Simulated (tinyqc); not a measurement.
Worked calculation: empirical pseudopotential in a few plane waves. One step of it, computed by the program tinyqc.

Task: Levels at G. Diagonalise the Hermitian matrix.

H(k) at G (eV):
```
           +0+0+0     -1-1-1     -1-1+1     -1+1-1     -1+1+1     +1-1-1     +1-1+1     +1+1-1
+0+0+0   0.000000   2.087687  -2.087687  -2.087687  -2.087687  -2.087687  -2.087687  -2.087687
-1-1-1   2.087687  11.930364   0.000000   0.000000  -0.557833   0.000000  -0.557833  -0.557833
-1-1+1  -2.087687   0.000000  11.930364   0.557833   0.000000   0.557833   0.000000   0.000000
-1+1-1  -2.087687   0.000000   0.557833  11.930364   0.000000   0.557833   0.000000   0.000000
-1+1+1  -2.087687  -0.557833   0.000000   0.000000  11.930364   0.000000   0.557833   0.557833
+1-1-1  -2.087687   0.000000   0.557833   0.557833   0.000000  11.930364   0.000000   0.000000
+1-1+1  -2.087687  -0.557833   0.000000   0.000000   0.557833   0.000000  11.930364   0.557833
+1+1-1  -2.087687  -0.557833   0.000000   0.000000   0.557833   0.000000   0.557833  11.930364
+1+1+1   2.087687   0.000000  -0.557833  -0.557833   0.000000  -0.557833   0.000000   0.000000
-2+0+0   0.000000  -2.087687  -2.087687  -2.087687   2.087687   0.548379  -0.548379  -0.548379
+0-2+0   0.000000  -2.087687  -2.087687   0.548379  -0.548379  -2.087687   2.087687  -0.548379
+0+0-2   0.000000  -2.087687   0.548379  -2.087687  -0.548379  -2.087687  -0.548379   2.087687
+0+0+2   0.000000  -0.548379   2.087687  -0.548379  -2.087687  -0.548379  -2.087687   0.548379
+0+2+0   0.000000  -0.548379  -0.548379   2.087687  -2.087687  -0.548379   0.548379  -2.087687
+2+0+0   0.000000  -0.548379  -0.548379  -0.548379   0.548379   2.087687  -2.087687  -2.087687

           +1+1+1     -2+0+0     +0-2+0     +0+0-2     +0+0+2     +0+2+0     +2+0+0
+0+0+0   2.087687   0.000000   0.000000   0.000000   0.000000   0.000000   0.000000
-1-1-1   0.000000  -2.087687  -2.087687  -2.087687  -0.548379  -0.548379  -0.548379
-1-1+1  -0.557833  -2.087687  -2.087687   0.548379   2.087687  -0.548379  -0.548379
-1+1-1  -0.557833  -2.087687   0.548379  -2.087687  -0.548379   2.087687  -0.548379
-1+1+1   0.000000   2.087687  -0.548379  -0.548379  -2.087687  -2.087687   0.548379
+1-1-1  -0.557833   0.548379  -2.087687  -2.087687  -0.548379  -0.548379   2.087687
+1-1+1   0.000000  -0.548379   2.087687  -0.548379  -2.087687   0.548379  -2.087687
+1+1-1   0.000000  -0.548379  -0.548379   2.087687   0.548379  -2.087687  -2.087687
+1+1+1  11.930364  -0.548379  -0.548379  -0.548379  -2.087687  -2.087687  -2.087687
-2+0+0  -0.548379  15.907152   0.557833   0.557833  -0.557833  -0.557833   0.000000
+0-2+0  -0.548379   0.557833  15.907152   0.557833  -0.557833   0.000000  -0.557833
+0+0-2  -0.548379   0.557833   0.557833  15.907152   0.000000  -0.557833  -0.557833
+0+0+2  -2.087687  -0.557833  -0.557833   0.000000  15.907152   0.557833   0.557833
+0+2+0  -2.087687  -0.557833   0.000000  -0.557833   0.557833  15.907152   0.557833
+2+0+0  -2.087687   0.000000  -0.557833  -0.557833   0.557833   0.557833  15.907152
```

Give: eigenvalues.

Result:

eigenvalues (eV): [-2.2055, 7.9008, 7.9008, 7.9008, 10.0768, 11.3725, 11.3725, 11.3725, 14.7915, 14.7915, 15.8094, 19.3788, 19.3788, 19.3788, 21.6655]
